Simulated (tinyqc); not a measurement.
Lifetime against injection: Shockley-Read-Hall recombination through one deep level.

One level at Et with degeneracy 1: tn = 1/(sn vth Nt), tp = 1/(sp_ vth Nt), n1 = Nc exp((Et - Eg)/kT), p1 = Nv exp(-Et/kT), ni^2 = n1 p1. Equilibrium n0 = Nm, p0 = ni^2/Nm; n = n0 + dn, p = p0 + dn. U = (n p - ni^2)/(tp (n + n1) + tn (p + p1)), lifetime dn/U; emission rates en = sn vth n1, ep = sp_ vth p1.

Constants: kB = 8.617333262e-05 eV/K.

Values chosen for the exercise (gap and densities of states near those of Si at this temperature; shifted at random, so the results belong to these values and not to a real crystal): Eg = 1.119 eV (gap); Nc = 3.29e+19 1/cm^3 (conduction-band density of states); Nv = 1.37e+19 1/cm^3 (valence-band density of states); T = 350 K; Et = 0.731 eV (recombination level above Ev); Nt = 1.7e+14 1/cm^3 (defects); sn = 3.3e-16 cm^2 (electron capture cross-section); sp_ = 1.6e-15 cm^2 (hole capture cross-section); vth = 23000000 cm/s (thermal velocity, both carriers); Nm = 1.6e+16 1/cm^3 (equilibrium electrons for the lifetime steps).

Recombination:

| dn (1/cm^3) | lifetime (microsecond) | U (1/(cm^3 s)) |
|---|---|---|
| 1.0e+11 | 0.1607 | 6.22e+17 |
| 1.0e+12 | 0.1607 | 6.22e+18 |
| 1.0e+13 | 0.1612 | 6.20e+19 |
| 1.0e+14 | 0.1655 | 6.04e+20 |
| 1.0e+15 | 0.2062 | 4.85e+21 |
| 1.0e+16 | 0.4585 | 2.18e+22 |
| 1.0e+17 | 0.8281 | 1.21e+23 |
| 1.0e+18 | 0.9227 | 1.08e+24 |

What does the comparison show, and why?

The lifetime rises from 0.1607 to 0.9227 microsecond; tn + tp = 0.9349. At low injection it is tp (1 + n1/n0) + tn p1/n0 with n1/Nm = 0.0053 and p1/Nm = 2.6e-08: re-emission is negligible, so minority capture alone counts. Auger and radiative paths are left out; they cut in at the highest injections, and in a doped direct-gap crystal the radiative one counts at all injections. dn = dp neglects trapped charge, which matters where the traps hold a charge comparable with dn, at low injection and with very unequal cross sections.

Computed by tinyqc, a small Python program: `OMP_NUM_THREADS=1 python tinyqc.py 1681372 1681373 out.jsonl` (the numbers bound the seed that draws the inputs); one thread of a shared host (Intel(R) Xeon(R) Processor @ 2.30GHz), about 0.01 s for the whole set of steps.
